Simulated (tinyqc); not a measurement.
## On-chip interconnect, size-dependent resistivity and RC delay: course in time

A rectangular line between two neighbours and two ground planes. Surface and grain-boundary scattering are added to the bulk resistivity as corrections; capacitances are parallel-plate values without fringing; inductance is ignored.

7 equal pi sections: series Rs = r Lw/7; node capacitances c Lw/7, halved at nodes 0 and 7, with Cl added to node 7; Rd feeds node 0. Elmore delay of node k: the sum, over the resistors on the path to k, of resistance times all capacitance downstream of it.

A 1 V step is applied behind Rd at t = 0. C dv/dt = -G v + b, with G the conductance matrix of the ladder (1/Rs between neighbours, 1/Rd added at node 0) and b = (1 V/Rd, 0, ...). Trapezoidal step: (C/dt + G/2) v(new) = (C/dt - G/2) v + b. The last column solves the same ladder exactly by its modes.

Values chosen for this exercise: driver resistance Rd = 800 ohm; time step dt = 98 ps.

Rs = 10561.1 ohm
C, node 0 to 7 (fF): 0.771648  1.54330  1.54330  1.54330  1.54330  1.54330  1.54330  0.848648

Voltages (V):
```
t (ps)  node 0  node 3  node 7  node 7, exact
98.00    1.913  0.3504  0.0693         0.0842
196.0    0.090  0.6136  0.2737         0.2941
294.0    1.864  0.6336  0.4825         0.4706
392.0    0.144  0.7752  0.6054         0.6042
490.0    1.823  0.8046  0.7065         0.7041
588.0    0.189  0.8686  0.7830         0.7788
686.0    1.785  0.8959  0.8358         0.8347
784.0    0.229  0.9234  0.8794         0.8764
882.0    1.750  0.9448  0.9087         0.9076
980.0    0.266  0.9552  0.9327         0.9310
1078     1.715  0.9710  0.9494         0.9484
1176     0.300  0.9737  0.9624         0.9614
```

The far end of the ladder reaches 0.5 V at 313.3 ps, 0.757 of its Elmore delay (ln 2 = 0.693 for a single pole); the slowest mode has a time constant of 336.7 ps. The largest error of the trapezoidal steps at that node is 20 mV. Node 0 swings up and down from step to step: the trapezoidal rule does not damp modes much faster than dt, so these swings are numerical.

Numbers from tinyqc (`OMP_NUM_THREADS=1 python tinyqc.py 2100049 2100050 out.jsonl`; about 0.01 s on one thread of a shared Intel Xeon 2.30GHz).
